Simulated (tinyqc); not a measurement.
## Resistance of a source-drain extension with a graded tip: effect of the position under the gate where the fall begins

y runs along the channel, the gate covers y > 0. The doping is N0 for y < y0 and N0 10^(-(y - y0)/la) beyond, uniform over the depth xj. Sheet conductance s(y) = q mu(N) max(N - Nch, 0) xj + (for y > 0) ma Cox Vo, with mu(N) = u0 + (u1 - u0)/(1 + (N/Nr)^au) and Cox = eps0 eox/tox. Current is taken as one-dimensional; depletion of the tip, spreading and the contact are left out. The metallurgical junction lies at yj, where N = Nch.

R_spacer = integral of dy/s from -Ls to 0, R_ov from 0 to yj, R_channel = (Lg - 2 yj)/(ma Cox Vo), R_total = 2 R_spacer + 2 R_ov + R_channel. Electrical length L_eff = ma Cox dR_total/d(1/Vo); R_series = R_total - L_eff/(ma Cox Vo).

Inputs (values chosen for the exercise); mobility law close to that of holes in silicon:
```
symbol    value        unit                                                                 meaning
eox         3.9              relative permittivity of the gate insulator (close to silicon dioxide)
tox         1.5          nm                                                     insulator thickness
N0         7e19       cm^-3                        active doping of the extension far from the gate
la          5.8   nm/decade                                                      lateral abruptness
xj           14          nm                                                  depth of the extension
Nch      1.1e18       cm^-3                                                          channel doping
Ls           21          nm                                                           spacer length
Vo         0.62           V                                                          gate overdrive
ma           72  cm^2/(V s)                                      mobility of the gate-induced layer
u1        470.5  cm^2/(V s)                                                  mobility at low doping
u0         44.9  cm^2/(V s)                                                 mobility at high doping
Nr      2.23e17       cm^-3                                                        reference doping
au        0.719                                                                            exponent
Lg           40          nm                                                             gate length
```

Constants: q = 1.602176634e-19 C, eps0 = 8.8541878128e-14 F/cm where lengths are in cm. Results are converted to the units shown.

Effect of the position under the gate where the fall begins:
```
y0 (nm)	yj (nm)	R_spacer (ohm um)	R_ov (ohm um)	R_channel (ohm um)	R_total (ohm um)	L_eff (nm)	R_series (ohm um)
-6	4.461	44.91	32.20	302.4	456.6	36.15	104.8
-4	6.461	32.46	40.57	263.5	409.5	32.90	89.35
-2	8.461	27.50	45.93	224.6	371.4	29.21	87.14
0	10.46	26.33	49.00	185.6	336.3	25.32	89.94
2	12.46	26.33	51.23	146.7	301.8	21.37	93.88
4	14.46	26.33	53.45	107.8	267.3	17.42	97.81
6	16.46	26.33	55.67	68.87	232.9	13.47	101.7
```

What does the table show?

As y0 goes from -6 to 6, R_total falls from 457 to 233 ohm um, L_eff falls from 36.2 to 13.5 nm and R_series goes from 105 through a minimum of 87.1 (at y0 = -2 among the rows listed) to 102 ohm um. More overlap also shortens the channel and adds capacitance, effects on threshold and speed that are left out.

Numbers from tinyqc (`OMP_NUM_THREADS=1 python tinyqc.py 2282001 2282002 out.jsonl`; about 0.03 s on one thread of a shared Intel Xeon 2.30GHz).
